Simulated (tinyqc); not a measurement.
From results back to parameters: Fermi-Dirac statistics of conduction electrons. Five cases, with inputs chosen for the exercise.

Problem. At zero temperature k_F = (3 pi^2 n)^(1/3) and E_F (1 + alpha E_F) = c k_F^2/m, c = hbar^2/2m0, m the density-of-states mass. The Fermi energies at two densities were computed from hidden m and alpha.

Constants: hbar^2/2m0 = 3.80998211 eV angstrom^2.

Case 1.

Values chosen (out of a larger set: near those of Si, lowest valleys alone; not measured data): nA = 2e+20 1/cm^3; nB = 8e+20 1/cm^3.

E_F at nA = 0.111229 eV
E_F at nB = 0.262841 eV

Case 2.

Values chosen (out of a larger set: near those of GaAs, lowest valleys alone; not measured data): nA = 3e+18 1/cm^3; nB = 1e+19 1/cm^3.

E_F at nA = 0.109445 eV
E_F at nB = 0.229039 eV

Case 3.

Values chosen (out of a larger set: near those of Ge, lowest valleys alone; not measured data): nA = 2e+20 1/cm^3; nB = 5e+20 1/cm^3.

E_F at nA = 0.203457 eV
E_F at nB = 0.346966 eV

Case 4.

Values chosen (out of a larger set: near those of Si, lowest valleys alone; not measured data): nA = 5e+20 1/cm^3; nB = 2e+21 1/cm^3.

E_F at nA = 0.198229 eV
E_F at nB = 0.445034 eV

Case 5.

Values chosen (out of a larger set: near those of InAs, lowest valleys alone; not measured data): nA = 2e+17 1/cm^3; nB = 7e+17 1/cm^3.

E_F at nA = 0.043546 eV
E_F at nB = 0.091192 eV

Find: k_F at nA and nB; m; alpha.

Solution. c k^2 (1/m) - E^2 alpha = E is linear in 1/m and alpha; two densities give two equations.

Case 1.

k_F at nA and nB (1/angstrom): 0.18092  0.28719

m = 1.07 m0
alpha = 0.46 1/eV

Case 2.

k_F at nA and nB (1/angstrom): 0.04462  0.06665

m = 0.0651 m0
alpha = 0.59 1/eV

Case 3.

k_F at nA and nB (1/angstrom): 0.18092  0.24554

m = 0.543 m0
alpha = 0.63 1/eV

Case 4.

k_F at nA and nB (1/angstrom): 0.24554  0.38978

m = 1.04 m0
alpha = 0.55 1/eV

Case 5.

k_F at nA and nB (1/angstrom): 0.01809  0.02747

m = 0.0260 m0
alpha = 2.33 1/eV

Computed by tinyqc, one run a case: `OMP_NUM_THREADS=1 python tinyqc.py N N+1 out.jsonl` with N = 1650041, 1650171, 1650189, 1650259, 1650298; one thread of a shared Intel(R) Xeon(R) Processor @ 2.30GHz, about 0.02 s a run at most.
